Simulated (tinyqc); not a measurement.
Worked calculation: thin-film optics by transfer matrices. Values are carried at full precision from step to step, so a last printed digit may differ when a step is redone from the rounded ones.

Indices N = n + i k. Snell: N0 sin(theta) = N_j sin(theta_j), with Im(N_j cos theta_j) >= 0. Admittance y_j = N_j cos theta_j for s and N_j/cos theta_j for p. Phase delta_j = 2 pi N_j cos theta_j d_j/lambda. Layer matrix [[cos delta, -i sin delta/y], [-i y sin delta, cos delta]], multiplied from the top down to M. (B, C) = M (1, y_sub); r = (y0 B - C)/(y0 B + C), R = |r|^2, T = 4 Re y0 Re y_sub/|y0 B + C|^2, absorbed in the films 1 - R - T.

Parameters, chosen for this exercise (indices near those of polySi, SiO2 on Al; the results hold for these values, not for the real material):
- lam = 633 nm (vacuum wavelength)
- n0 = 1 (ambient index)
- n = (3.992, 1.428, 1.364) (n of polySi, SiO2, substrate)
- k = (0.038, 0, 7.553) (k in the same order)
- d = (129, 12.6) nm (thicknesses, top first)
- theta = 0 degrees (angle of incidence)
- pol = p (polarisation)

## Angles, admittances and phases

Form cos theta_j, y_j and delta_j.

cos theta_j: ambient 1.0000, film 1 1.0000, film 2 1.0000, substrate 1.0000

y_j: ambient 1.0000, film 1 3.9920+0.0380i, film 2 1.4280, substrate 1.3640+7.5530i

delta_j (rad): film 1 5.1116+0.0487i, film 2 0.1786

## Layer matrices and their product

Form each matrix and multiply from the top down.

matrix of film 1:
```
                1               2
1  0.3891+0.0448i  0.0069+0.2310i
2  0.0405+3.6832i  0.3891+0.0448i
```

matrix of film 2:
```
          1         2
1    0.9841  -0.1244i
2  -0.2537i    0.9841
```

M:
```
                1               2
1  0.4416+0.0424i  0.0124+0.1789i
2  0.0512+3.5259i  0.8412+0.0391i
```

Each matrix has determinant 1, and so has M.

## Reflection and transmission

Close the stack on the substrate.

B, C: -0.8929+0.3801i  0.9032+9.9325i

r = -0.9264+0.1732i
R = 0.8883
T into the substrate = 0.0513
absorbed in the films = 0.0604

The bare substrate would reflect 0.9129.

## Checks

- R against the recursion of Airy sums from the substrate up: both 0.88832.

Computed by tinyqc, a small Python program: `OMP_NUM_THREADS=1 python tinyqc.py 1682141 1682142 out.jsonl` (the numbers bound the seed that draws the inputs); one thread of a shared host (Intel(R) Xeon(R) Processor @ 2.30GHz), about 0.01 s for the whole set of steps.
